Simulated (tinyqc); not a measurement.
# Capacitance measurement on a leaky thin oxide: effects of series resistance and leakage: effects of single changes

The device is a capacitance C in parallel with a leakage conductance G, in series with Rs and Ls. An impedance meter reports either a parallel pair (Cp, Gp) from Y = 1/Z = Gp + i w Cp or a series pair (Cs, Rm) from Z = Rm + 1/(i w Cs); w = 2 pi f, dissipation D = Gp/(w |Cp|).

Inputs (values chosen for the exercise); values of the order met in thin-oxide MOS capacitors: relative permittivity of the gate insulator (close to silicon nitride) eox = 7.55; insulator thickness tox = 3.3 nm; gate area A = 10000 um^2; oxide-equivalent thickness added by the accumulation layer zc = 0.6 nm; oxide-equivalent thickness added by gate depletion zp = 0.18 nm; gate leakage current density, not matched to the thickness Jg = 4.6 A/cm^2; voltage for an e-fold rise of the leakage Vs = 0.39 V; series resistance Rs = 110 ohm; series inductance Ls = 470 nH; measuring frequency f = 2e5 Hz.

Constants: eps0 = 8.8541878128e-14 F/cm where lengths are in cm. Results are converted to the units shown.

Each table varies one quantity; the others keep the values above.

## Readings against frequency

EOT = 3.9 tox/eox; CET = EOT + zc + zp; C = 3.9 eps0 A/CET; G = Jg A/Vs. Z = Rs + i w Ls + 1/(G + i w C); CET read from Cp = 3.9 eps0 A/Cp; errors under 0.001 % are printed as 0.

The same in every row: C (pF) = 139.0.

Result of one run:
```
f (Hz)  Cp (pF)  Cs (pF)      D  error of Cp (%)  error of Cs (%)  CET read from Cp (nm)
1e7       58.53    191.9  1.510            -57.9             38.1                  5.900
```

What becomes of these results when the measuring frequency f is changed from 1e7 to 1e6 Hz, all else the same?

Result of the changed run:
```
f (Hz)  Cp (pF)  Cs (pF)      D  error of Cp (%)  error of Cs (%)  CET read from Cp (nm)
1e6       107.8    395.4  1.634            -22.5              185                  3.205
```

The whole series:
```
f (Hz)  Cp (pF)  Cs (pF)       D  error of Cp (%)  error of Cs (%)  CET read from Cp (nm)
1000      108.4  2.548e8    1533            -22.0           1.83e8                  3.186
3000      108.4  2.831e7   511.1            -22.0           2.04e7                  3.186
10000     108.4  2.548e6   153.3            -22.0           1.83e6                  3.186
30000     108.4  2.832e5   51.11            -22.0           2.04e5                  3.186
1e5       108.4  2.562e4   15.34            -22.0           1.83e4                  3.186
3e5       108.3     2971   5.141            -22.1             2040                  3.188
1e6       107.8    395.4   1.634            -22.5              185                  3.205
3e6       102.8    172.0  0.8197            -26.0             23.7                  3.358
1e7       58.53    191.9   1.510            -57.9             38.1                  5.900
```

D goes from 1530 through a minimum of 0.820 (at f = 3e6 Hz among the rows listed) to 1.51; without inductance its minimum lies at f = sqrt(G (1 + G Rs)/Rs)/(2 pi C) = 3.99e6 Hz. The error of Cp goes from -22.0 to -57.9 % and that of Cs from 1.83e8 to 38.1 %; at low frequency Cp tends to C/(1 + G Rs)^2 and Cs grows as 1 + (G/(w C))^2. Neither reading comes within 2 % of C in any row. At the highest frequencies Ls raises both readings, by about w^2 Ls C in relative terms. For f = 1000, 3000, 10000, 30000, 1e5, 3e5, 1e6, 1e7 D exceeds 1, where the accuracy of real meters degrades in proportion to sqrt(1 + D^2).

## Effect of the gate area

Same model as above.

Rs is held fixed.

Results:
```
A (um^2)  C (pF)  Cp (pF)  Cs (pF)      D  error of Cp (%)  error of Cs (%)  CET read from Cp (nm)
20        0.2780   0.2778    12.96  6.755          -0.0528             4560                  2.486
70        0.9729   0.9711    45.35  6.760           -0.185             4560                  2.489
200        2.780    2.765    129.6  6.772           -0.526             4560                  2.498
600        8.339    8.208    388.8  6.809            -1.57             4560                  2.524
2000       27.80    26.38     1297  6.939            -5.08             4570                  2.618
5000       69.49    61.13     3247  7.219            -12.0             4570                  2.824
40000      555.9    235.8  2.642e4  10.54            -57.6             4650                  5.858
```

Estimate the missing row, A = 10000 um^2.

Computed row:
```
A (um^2)  C (pF)  Cp (pF)  Cs (pF)      D  error of Cp (%)  error of Cs (%)  CET read from Cp (nm)
10000      139.0    108.4     6509  7.686            -22.0             4580                  3.187
```

With this row back in the table: As A goes from 20 to 40000, the error of Cp goes from -0.0528 to -57.6 %, that of Cs from 4560 to 4650 %, and D rises from 6.76 to 10.5. The CET read from Cp goes from 2.49 to 5.86 nm against the true 2.48 nm. G/(w C) does not depend on the area, while G Rs and w C Rs and w^2 Ls C grow with it. In every row D exceeds 1, where the accuracy of real meters degrades in proportion to sqrt(1 + D^2).

Numbers from tinyqc (`OMP_NUM_THREADS=1 python tinyqc.py 2022121 2022122 out.jsonl`; about 0.01 s on one thread of a shared Intel Xeon 2.30GHz).
